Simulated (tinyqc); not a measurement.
Floating body of a partially depleted SOI transistor: body voltage and kink: two steps of the calculation.

Source at 0 V. Channel current Ic = 2 nf K Vt^2 [F(0) - F(Vd)](1 + la Vd), F(V) = ln^2(1 + exp((Vg - VT - nf V)/(2 nf Vt))), VT = VT0 - gb Vb. Saturation voltage Vs = 2 Vt sqrt(F(0)) + 3 Vt, excess Ve = (Vd - Vs + sqrt((Vd - Vs)^2 + 0.0004 V^2))/2, multiplication M1 = Ai Ve exp(-Bl/Ve). Each junction passes D(v) = J1 (exp(v/Vt) - 1) + J2 (exp(v/(2 Vt)) - 1). Bipolar current Ib = bb J1 (exp(Vb/Vt) - 1). The body settles where M1 (Ic + Ib) = D(Vb) + D(Vb - Vd) + Vb/Rb; drain current Id = (1 + M1)(Ic + Ib) - D(Vb - Vd).

Inputs (values chosen for the exercise); values of the order met in partially depleted silicon-on-insulator transistors:
- T = 300 K (temperature)
- VT0 = 0.54 V (threshold at zero body voltage)
- gb = 0.32 (fall of the threshold per volt of body voltage)
- nf = 1.17 (slope factor)
- K = 520 uA/(V^2 um) (gain factor per width)
- la = 0.09 1/V (channel-length modulation factor)
- Ai = 1.68 1/V (impact-ionisation prefactor)
- Bl = 6.4 V (impact-ionisation voltage)
- J1 = 1.8e-13 uA/um (diffusion saturation current of each junction)
- J2 = 1.6e-8 uA/um (recombination saturation current of each junction)
- bb = 1 (gain of the lateral bipolar transistor on the diffusion current)
- Rb = 1e9 kohm um (resistance of a weak body tie to the source (1e9 stands for no tie, and the term is then dropped))
- Vg = 1.11 V (gate voltage)
- Vd = 2.5 V (drain voltage)

Constants: q = 1.602176634e-19 C, kB = 1.380649e-23 J/K, Vt = kB T/q. Results are converted to the units shown.

Task 1. New Vb. Current into the body I_in = M1 (Ic + Ib) - D(Vb - Vd), current out I_out = D(Vb) + Vb/Rb; f = ln(I_in/I_out), s = df/dVb by central differences over 1e-5 V, Vb(new) = Vb - f/s.

Vb after iteration 1 = 0.64391645 V

Find: Ic; Ve; M1; I_in; I_out; f; s; Vb after iteration 2.

Result 1.

Ic = 163.9 uA/um
Ve = 1.759 V
M1 = 0.07774
I_in = 12.75 uA/um
I_out = 0.01592 uA/um
f = 6.686
s = -33.59 1/V
Vb after iteration 2 = 0.8429 V

Task 2. Drain current with floating and with grounded body. Id and VT at the converged Vb, Id at Vb = 0, their ratio, and the bipolar share Ib/(Ic + Ib).

converged Vb = 0.82624502 V

Wanted: VT; Id, floating; Id, grounded; ratio; bipolar share.

Result 2.

VT = 0.2756 V
Id, floating = 217.0 uA/um
Id, grounded = 98.98 uA/um
ratio = 2.192
bipolar share = 6.725 %

The body rises to 0.826 V and lowers the threshold by 264 mV.

Range of the model: The multiplication law is an empirical form chosen for the exercise; self-heating and capacitive coupling to the body are left out, and the linear laws are rough once Vb passes about 0.7 V or M1 about 0.1.

Numbers from tinyqc (`OMP_NUM_THREADS=1 python tinyqc.py 2182149 2182150 out.jsonl`; about 0.2 s on one thread of a shared Intel Xeon 2.30GHz).
